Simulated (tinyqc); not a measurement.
# Read current of a NAND string, cells in series solved by shooting: effects of single changes

Cells in series, numbered from 0 at the source line (0 V) to the bit line, each followed by a gap resistance Rg. A cell with gate Vg, threshold VT, source Vs and drain Vd passes I = 2 nf K Vt^2 [F(Vs) - F(Vd)]/(1 + th max(Vg - VT, 0)), F(V) = ln^2(1 + exp((Vg - VT - nf V)/(2 nf Vt))). The selected cell has Vg = Vr, the others Vg = Vp.

Parameters, values chosen for the exercise; values of the order met in vertical NAND strings: temperature T = 300 K; gain factor of a cell K = 18 uA/V^2; slope factor nf = 2.1; mobility reduction factor th = 0.17 1/V; resistance of the gap between cells Rg = 15 kohm; bit-line voltage Vbl = 0.3 V; pass voltage Vp = 6 V; threshold of an erased cell Ve = -2.2 V; threshold of the highest state Vh = 3.1 V; threshold of the selected cell Vx = 1.3 V; sensing current Is = 20 nA; read voltage on the selected word line Vr = 2.87 V.

Constants: q = 1.602176634e-19 C, kB = 1.380649e-23 J/K, Vt = kB T/q. Results are converted to the units shown.

Each table varies one quantity; the others keep the values above.

## Read current against the number of cells

For a trial current I start at 0 V and, cell by cell, solve for the drain: sqrt(F(Vd)) = sqrt(F(Vs) - I/k), k = 2 nf K Vt^2/(1 + th max(Vg - VT, 0)), Vd = [Vg - VT - 2 nf Vt ln(exp(sqrt F) - 1)]/nf, then add I Rg. The string current is the I for which the last node reaches Vbl. The apparent threshold is the Vr at which I = Is. Background: all other cells erased (VT = Ve) or all in the highest state (VT = Vh); ratio and shift are high over erased and high minus erased. The selected cell is in the middle, cell n/2.

Read current against the number of cells:

| n | I, others erased (uA) | I, others high (uA) | ratio | apparent VT, erased (V) | apparent VT, high (V) | background shift (mV) |
|---|---|---|---|---|---|---|
| 8 | 1.019 | 0.7496 | 0.7358 | 1.291 | 1.293 | 2.085 |
| 16 | 0.5463 | 0.3861 | 0.7067 | 1.296 | 1.300 | 4.185 |
| 32 | 0.2833 | 0.1959 | 0.6916 | 1.307 | 1.315 | 8.510 |
| 64 | 0.1443 | 0.09871 | 0.6839 | 1.328 | 1.345 | 17.20 |
| 96 | 0.09682 | 0.06597 | 0.6813 | 1.349 | 1.375 | 26.08 |
| 128 | 0.07284 | 0.04954 | 0.6800 | 1.371 | 1.406 | 35.20 |
| 192 | 0.04872 | 0.03307 | 0.6787 | 1.414 | 1.469 | 54.96 |

What does the table show?

With erased neighbours the current falls from 1.02 to 0.0487 uA, as n^(-0.90) between the first two rows and n^(-0.99) between the last two (-1 once the series resistance rules). The ratio falls from 0.736 to 0.679 and the background shift rises from 2.09 to 55.0 mV.

## Effect of the bit-line voltage

Same model as above.

The string has 32 cells and the selected one is cell 16.

Result of one run:

| Vbl (V) | I, others erased (uA) | I, others high (uA) | ratio | apparent VT, erased (V) | apparent VT, high (V) | background shift (mV) |
|---|---|---|---|---|---|---|
| 0.1 | 0.09640 | 0.06907 | 0.7165 | 1.312 | 1.323 | 10.63 |

What becomes of these results when the bit-line voltage Vbl is changed from 0.1 to 0.7 V, all else the same?

Result of the changed run:

| Vbl (V) | I, others erased (uA) | I, others high (uA) | ratio | apparent VT, erased (V) | apparent VT, high (V) | background shift (mV) |
|---|---|---|---|---|---|---|
| 0.7 | 0.6272 | 0.3983 | 0.6350 | 1.307 | 1.315 | 8.509 |

The whole series:

| Vbl (V) | I, others erased (uA) | I, others high (uA) | ratio | apparent VT, erased (V) | apparent VT, high (V) | background shift (mV) |
|---|---|---|---|---|---|---|
| 0.1 | 0.09640 | 0.06907 | 0.7165 | 1.312 | 1.323 | 10.63 |
| 0.2 | 0.1909 | 0.1345 | 0.7043 | 1.307 | 1.315 | 8.562 |
| 0.3 | 0.2833 | 0.1959 | 0.6916 | 1.307 | 1.315 | 8.510 |
| 0.4 | 0.3735 | 0.2533 | 0.6783 | 1.307 | 1.315 | 8.509 |
| 0.5 | 0.4611 | 0.3063 | 0.6644 | 1.307 | 1.315 | 8.509 |
| 0.6 | 0.5458 | 0.3548 | 0.6499 | 1.307 | 1.315 | 8.509 |
| 0.7 | 0.6272 | 0.3983 | 0.6350 | 1.307 | 1.315 | 8.509 |
| 0.8 | 0.7046 | 0.4367 | 0.6198 | 1.307 | 1.315 | 8.509 |

As Vbl goes from 0.1 to 0.8 V, the current with erased neighbours rises from 0.0964 to 0.705 uA, that with high neighbours rises from 0.0691 to 0.437 uA and the ratio falls from 0.716 to 0.620. The background shift falls from 10.6 to 8.51 mV.

Numbers from tinyqc (`OMP_NUM_THREADS=1 python tinyqc.py 2142093 2142094 out.jsonl`; about 0.4 s on one thread of a shared Intel Xeon 2.30GHz).
